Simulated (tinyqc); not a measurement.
Optical transitions of a finite quantum well: sweeps and comparisons. A value that a table varies takes the place of the one given here.

Each carrier sees a square well of width L with its own depth V and masses m (inside), mb (outside); c = hbar^2/2m0, k = sqrt(m E/c), kappa = sqrt(mb (V - E)/c), and level n solves k L + 2 atan[(k/m)/(kappa/mb)] = n pi. The envelope is cos(kz) for odd n and sin(kz) for even n inside, joins exp(-kappa (|z| - L/2)) outside, and is normalised to 1. Excitons and band mixing are left out.

Constants: hbar^2/2m0 = 3.80998211 eV angstrom^2; e^2/(4 pi eps0) = 14.39964547 eV angstrom; hc = 1239.841984 eV nm.

Inputs chosen for the exercise (near those of a GaAs well in AlGaAs; not measured data):

| symbol | value | unit | meaning |
|---|---|---|---|
| L | 94 | angstrom | well width |
| Vc | 0.235 | eV | conduction offset |
| me | 0.0662 | m0 | electron, well |
| meb | 0.0911 | m0 | electron, barrier |
| eps | 11 |  | background dielectric constant |
| Nss | (0.029, 0.072, 0.14, 0.29, 0.43, 0.58, 0.87) | x 1e12/cm^2 | sheet densities |
| Eg | 1.529 | eV | gap of the well |
| Vv | 0.124 | eV | valence offset |
| mh | 0.339 | m0 | heavy hole along z, well |
| mhb | 0.415 | m0 | heavy hole, barrier |
| ml | 0.086 | m0 | light hole along z, well |
| mlb | 0.1113 | m0 | light hole, barrier |
| Ls | (31, 43, 52, 70, 80, 108, 173) | angstrom | widths |

## Depolarisation shift

The collective line lies at E12 sqrt(1 + a), a = 8 pi q (n1 - n2) S/(eps E12), q = e^2/(4 pi eps0), S = integral over z of (integral up to z of psi_1 psi_2)^2. Zero temperature with the mass me in both subbands: n1 - n2 = Ns until Ns reaches D E12, D = me/(2 pi c), and D E12 beyond. 1e12/cm^2 = 1e-4/angstrom^2; exchange and the static band bending by the charge are left out.

Line position:

| Ns (1e12/cm^2) | n1 - n2 | a | line (meV) | shift (meV) |
|---|---|---|---|---|
| 0.029 | 0.029 | 0.0073 | 96.52 | 0.35 |
| 0.072 | 0.072 | 0.0181 | 97.03 | 0.86 |
| 0.14 | 0.140 | 0.0351 | 97.84 | 1.67 |
| 0.29 | 0.290 | 0.0727 | 99.60 | 3.44 |
| 0.43 | 0.430 | 0.1078 | 101.22 | 5.05 |
| 0.58 | 0.580 | 0.1455 | 102.92 | 6.76 |
| 0.87 | 0.870 | 0.2182 | 106.14 | 9.97 |

S = 7.331 angstrom
E12 = 96.17 meV

The upward shift grows from 0.35 to 9.97 meV, 10.4 % of E12 at most. For small a the shift is a E12/2, linear in Ns; in the last row that rule gives 10.49 meV. S/L = 0.0780, against 5/(9 pi^2) = 0.0563 for hard walls.

## Width of the well

Edge wavelength hc/(Eg + e1 + hh1), squared e1-hh1 overlap, lh1 - hh1, and the 1-2 intersubband energy with f_12 = (m1/c) E12 z_12^2, 1/m1 = <1|1/m|1> (dash: e2 unbound).

Results:

| L (angstrom) | edge (nm) | overlap^2 | lh1 - hh1 (meV) | E12 (meV) | f_12 |
|---|---|---|---|---|---|
| 31 | 734.9 | 0.9441 | 33.7 | - | - |
| 43 | 754.7 | 0.9613 | 29.7 | - | - |
| 52 | 765.1 | 0.9692 | 26.3 | 161.8 | 0.502 |
| 70 | 778.9 | 0.9789 | 20.3 | 135.9 | 0.972 |
| 80 | 784.1 | 0.9823 | 17.7 | 117.6 | 0.984 |
| 108 | 793.4 | 0.9884 | 12.4 | 79.5 | 0.977 |
| 173 | 802.6 | 0.9944 | 6.4 | 38.5 | 0.966 |

The edge tunes from 735 to 803 nm, towards hc/Eg = 811 nm, while the overlap goes from 0.944 to 0.994. e2 binds at L = pi sqrt(c/(me Vc)) = 49.2 angstrom; f_12 starts from zero there and is 0.502 at 52 angstrom, the rest going to the continuum; among the widths listed it peaks at 0.984 (80 angstrom) and is 0.966 in the widest well, against 0.961 for hard walls.

## What each parameter does

Edge wavelength hc/(Eg + e1 + hh1), squared overlap of e1 and hh1, and the confinement energies. Each row changes one parameter from the base and keeps the others.

Results:

| case | edge (nm) | overlap^2 | e1 (meV) | hh1 (meV) |
|---|---|---|---|---|
| base | 789.5 | 0.9859 | 33.1 | 8.4 |
| L = 85 angstrom | 786.2 | 0.9837 | 38.1 | 9.8 |
| Eg = 1.56 eV | 774.2 | 0.9859 | 33.1 | 8.4 |
| Vc = 0.2 eV | 790.2 | 0.9800 | 31.6 | 8.4 |
| Vv = 0.149 eV | 789.3 | 0.9816 | 33.1 | 8.6 |
| me = 0.0728 m0 | 790.2 | 0.9892 | 31.6 | 8.4 |
| mh = 0.39 m0 | 789.8 | 0.9816 | 33.1 | 7.6 |
| meb = 0.1093 m0 | 790.2 | 0.9849 | 31.6 | 8.4 |

The largest shifts from the base row, up to three for each result and ties (the steps differ in size, so this ranks the rows, not the parameters). edge (nm): Eg -15.3, L -3.3, Vc +0.8. overlap^2: Vc -0.0059, mh -0.0043, Vv -0.0042; unchanged at the printed digits by Eg. e1 (meV): L +5.0, Vc -1.5, me -1.5, meb -1.5; unchanged at the printed digits by Eg, Vv and mh. hh1 (meV): L +1.5, mh -0.7, Vv +0.3; unchanged at the printed digits by Eg, Vc, me and meb.

Program tinyqc; command `OMP_NUM_THREADS=1 python tinyqc.py 1280260 1280261 out.jsonl`; about 0.06 s on one thread of a shared Intel(R) Xeon(R) Processor @ 2.30GHz.
